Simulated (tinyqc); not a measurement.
p-type polysilicon, carrier trapping at grain boundaries: one step of the calculation.

One-dimensional grains of size Lg, uniform ionised doping N, monovalent traps Qt at each boundary at a depth Et below (for electrons) or above (for holes) the band edge there, abrupt depletion of width W on each side of a boundary, Boltzmann statistics. xi is the distance from the band edge at the grain centre to the Fermi level. Trapped charge Qt/(1 + exp((xi + VB - Et)/Vt)) = 2 N W, barrier VB = q N W^2/(2 eps0 eps_r).

Task. Depletion width, Fermi level and barrier. If the trap equation with xi = Vt ln(NB/N) has a root W < Lg/2, the grain is partly depleted; otherwise W = Lg/2 and the trap equation gives xi = Et - VB + Vt ln(Qt/(N Lg) - 1). N* = Qt/Lg.

Values chosen for this exercise; values of the order met in polycrystalline silicon:
- T = 300 K (temperature)
- eps_r = 11.7 (relative permittivity)
- NB = 2.65e19 cm^-3 (valence-band density of states at T)
- Lg = 260 nm (grain size)
- Qt = 6.1e11 cm^-2 (trap density of a grain boundary)
- Et = 0.48 eV (depth of the trap level from the majority band edge at the boundary)
- N = 1e16 cm^-3 (doping)

Constants: q = 1.602176634e-19 C, kB = 1.380649e-23 J/K, Vt = kB T/q, eps0 = 8.8541878128e-14 F/cm where lengths are in cm. Results are converted to the units shown.

Find: N*; W; xi; VB; share of traps filled.

Result.

N* = 2.346e16 cm^-3
W = 130.0 nm
xi = 0.3570 V
VB = 0.1307 V
share of traps filled = 0.4262

N is 0.426 N*, and the grain is fully depleted; VB = 5.06 Vt.

Computed by the program tinyqc: `OMP_NUM_THREADS=1 python tinyqc.py 2830245 2830246 out.jsonl`, one thread of a shared Intel Xeon 2.30GHz, about 0.01 s for the whole run.
